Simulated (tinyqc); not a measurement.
# Resistance of a source-drain extension with a graded tip, step by step

Computed by the program tinyqc: `OMP_NUM_THREADS=1 python tinyqc.py 2282083 2282084 out.jsonl`, one thread of a shared Intel Xeon 2.30GHz, about 0.04 s for the whole run. Printed values are rounded.

y runs along the channel, the gate covers y > 0. The doping is N0 for y < y0 and N0 10^(-(y - y0)/la) beyond, uniform over the depth xj. Sheet conductance s(y) = q mu(N) max(N - Nch, 0) xj + (for y > 0) ma Cox Vo, with mu(N) = u0 + (u1 - u0)/(1 + (N/Nr)^au) and Cox = eps0 eox/tox. Current is taken as one-dimensional; depletion of the tip, spreading and the contact are left out. The metallurgical junction lies at yj, where N = Nch.

Values chosen for this exercise; mobility law close to that of holes in silicon:
- eox = 8.98 (relative permittivity of the gate insulator (close to aluminium oxide))
- tox = 2.5 nm (insulator thickness)
- N0 = 2.3e20 cm^-3 (active doping of the extension far from the gate)
- la = 6.5 nm/decade (lateral abruptness)
- y0 = 3.9 nm (position under the gate where the fall begins (gate edge at 0))
- xj = 27 nm (depth of the extension)
- Nch = 3.8e17 cm^-3 (channel doping)
- Vo = 0.33 V (gate overdrive)
- ma = 44 cm^2/(V s) (mobility of the gate-induced layer)
- u1 = 470.5 cm^2/(V s) (mobility at low doping)
- u0 = 44.9 cm^2/(V s) (mobility at high doping)
- Nr = 2.23e17 cm^-3 (reference doping)
- au = 0.719 (exponent)
- Lg = 90 nm (gate length)

Constants: q = 1.602176634e-19 C, eps0 = 8.8541878128e-14 F/cm where lengths are in cm. Results are converted to the units shown.

## Sheet resistances and junction position

yj = y0 + la log10(N0/Nch); sheet resistance of the full extension 1/[q mu(N0)(N0 - Nch) xj] and of the gate-induced layer 1/(ma Cox Vo); metallurgical length Lg - 2 yj; ye is where the doped and the gate-induced conductances are equal.

yj = 21.98264 nm
sheet resistance of the extension = 210.7024 ohm/square
sheet resistance of the induced layer = 21654.51 ohm/square
metallurgical length = 46.03472 nm
ye = 18.96858 nm
N at ye = 1.105312e18 cm^-3

The gate takes over 3.01 nm before the junction, where N is still 2.91 times the channel doping.

## Resistance of the overlapped part

Midpoint rule on 10 equal steps from 0 to yj: R_ov = sum h/s(y), per width.

```
point    y (nm)    N (cm^-3)  doped conductance (uS)  sheet resistance (ohm/square)
0      1.099132       2.3e20                4746.031                       208.6720
1      3.297396       2.3e20                4746.031                       208.6720
2      5.495659  1.306898e20                2773.965                       354.5917
3      7.693923  5.998565e19                1350.782                       715.8393
4      9.892187  2.753296e19                679.3348                       1378.332
5      12.09045  1.263742e19                355.4637                       2489.770
6      14.28871  5.800482e18                192.7378                       4185.544
7      16.48698  2.662378e18                104.8139                       6622.796
8      18.68524  1.222011e18                51.60585                       10226.45
9      20.88351  5.608940e17                14.83787                       16388.71
```

R_ov = 94.040 ohm um

The exact integral is 95.186 ohm um; the coarse sum is 1.2 % below it.
